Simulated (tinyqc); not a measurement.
Inside a calculation. Model: van der Pauw, Hall and four-point-probe measurements on a doped layer.

tinyqc, about 0.05 s, one thread, Intel Xeon 2.30GHz (shared host): `OMP_NUM_THREADS=1 python tinyqc.py 2850176 2850177 out.jsonl` Printed values are rounded.

A uniform p-type layer with sheet resistance Rs = 1/(q ns mu), point contacts, low field (mu B small).

Inputs (values chosen for the exercise):
- ns = 1.4e13 cm^-2 (sheet density of the layer)
- mu = 85 cm^2/(V s) (drift mobility)
- rH = 0.8 (Hall factor)
- B = 2 T (magnetic field)
- I = 1000 uA (current)
- ar = 1.52 (side ratio a/b of a rectangular sample with corner contacts)
- t = 22 nm (thickness of the layer)

Constants: q = 1.602176634e-19 C. Results are converted to the units shown.

## Resistances and Hall voltage

Rs = 1/(q ns mu). For a rectangle with contacts at the corners, RA = (8 Rs/pi) sum_(k>=0) ln coth((2k + 1) pi a/(2 b)) with current along a short side b and voltage along the opposite one, RB the same with a and b exchanged; Hall voltage VH = rH B I/(q ns), negative for electrons.

Rs = 5244.97 ohm/square
RA = 225.373 ohm
RB = 3454.70 ohm
VH = 71.3315 mV

RB/RA = 15.3; for a square both equal Rs ln 2/pi = 1160 ohm.

## Starting value

z = 2 ln 2/(pi (RA + RB)), exact for RA = RB.

z at the start = 0.119908 mS

## Iteration 1: new z

The van der Pauw equation exp(-pi RA z) + exp(-pi RB z) = 1 is solved for z = 1/Rs: e1 = exp(-pi RA z), e2 = exp(-pi RB z), f = e1 + e2 - 1, f' = -pi (RA e1 + RB e2), z(new) = z - f/f'.

e1 = 0.918605
e2 = 0.272152
f = 0.190757
f' = -3.60414 kohm
z after iteration 1 = 0.172835 mS

## Iteration 2: new z

As before.

e1 = 0.884819
e2 = 0.153228
f = 0.0380463
f' = -2.28950 kohm
z after iteration 2 = 0.189453 mS

## Course of the iteration

Stop when the step is below 1e-10 mS, or after 40 iterations.

Course of the iteration:

| iteration | z before the step (mS) | step (mS) |
|---|---|---|
| 1 | 0.119908 | 0.0529 |
| 2 | 0.172835 | 0.0166 |
| 3 | 0.189453 | 1.20e-3 |
| 4 | 0.190653 | 5.59e-6 |
| 5 | 0.190659 | 1.20e-10 |
| 6 | 0.190659 | < 1e-14 |

Converged in 6 iterations.

## Sheet density, mobility and bulk values

converged z = 0.190659 mS

Rs = 1/z; Hall sheet density B I/(q |VH|); Hall mobility |VH|/(Rs B I); true values ns = rH times the Hall density, mu = Hall mobility/rH; bulk density ns/t, resistivity Rs t; correction factor F = Rs/[(pi/ln 2)(RA + RB)/2].

Rs = 5244.97 ohm/square
Hall sheet density = 1.75e13 cm^-2
Hall mobility = 68 cm^2/(V s)
ns = 1.4e13 cm^-2
mu = 85 cm^2/(V s)
bulk density = 6.36364e18 cm^-3
resistivity = 0.0115389 ohm cm
F = 0.628914

Taking the mean of RA and RB without F would overstate Rs by 59 %.
